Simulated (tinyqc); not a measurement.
Inside a calculation. Method: sp3 tight binding, zinc-blende lattice. One step of it, computed by the program tinyqc.

Task: Bloch Hamiltonian at k. Slater-Koster rules over the four bonds with direction cosines (l, m, n): ss V_ss; s-px l V_sp; px-s -l V_sp; px-px l^2 V_pps + (1 - l^2) V_ppp; px-py l m (V_pps - V_ppp); each times exp(i k.d).

Parameters chosen for this model: zinc-blende lattice, anion at 0, cation at a/4 (1,1,1); V = eta hbar^2 / (m d^2), hbar^2/m = 7.619964 eV angstrom^2:
```
parameter          value      unit
a               3.690000  angstrom
d               1.597817  angstrom
Es anion      -13.050000        eV
Ep anion       -6.680000        eV
Es cation     -13.050000        eV
Ep cation      -6.680000        eV
eta ss         -1.400000
eta sp          1.840000
eta pp sigma    3.240000
eta pp pi      -0.810000
V ss           -4.178563        eV
V sp            5.491826        eV
V pp sigma      9.670389        eV
V pp pi        -2.417597        eV
```

k point k (2 pi / a): -0.190000  -0.420000  0.350000

Give: H(k) at k.

Result:

H(k) at k (eV):
```
                   a s             a px             a py            a pz
a s           -13.0500           0.0000           0.0000          0.0000
a px            0.0000          -6.6800           0.0000          0.0000
a py            0.0000           0.0000          -6.6800          0.0000
a pz            0.0000           0.0000           0.0000         -6.6800
c s   -10.7629-1.5739i  -3.8820-2.5125i  -1.5396-6.3349i  1.9489+5.0047i
c px    3.8820+2.5125i   4.1514+0.6071i  -2.4766-6.3600i  1.9566+8.0504i
c py    1.5396+6.3349i  -2.4766-6.3600i   4.1514+0.6071i  4.9333+3.1928i
c pz   -1.9489-5.0047i   1.9566+8.0504i   4.9333+3.1928i  4.1514+0.6071i

                   c s             c px             c py             c pz
a s   -10.7629+1.5739i   3.8820-2.5125i   1.5396-6.3349i  -1.9489+5.0047i
a px   -3.8820+2.5125i   4.1514-0.6071i  -2.4766+6.3600i   1.9566-8.0504i
a py   -1.5396+6.3349i  -2.4766+6.3600i   4.1514-0.6071i   4.9333-3.1928i
a pz    1.9489-5.0047i   1.9566-8.0504i   4.9333-3.1928i   4.1514-0.6071i
c s           -13.0500           0.0000           0.0000           0.0000
c px            0.0000          -6.6800           0.0000           0.0000
c py            0.0000           0.0000          -6.6800           0.0000
c pz            0.0000           0.0000           0.0000          -6.6800
```
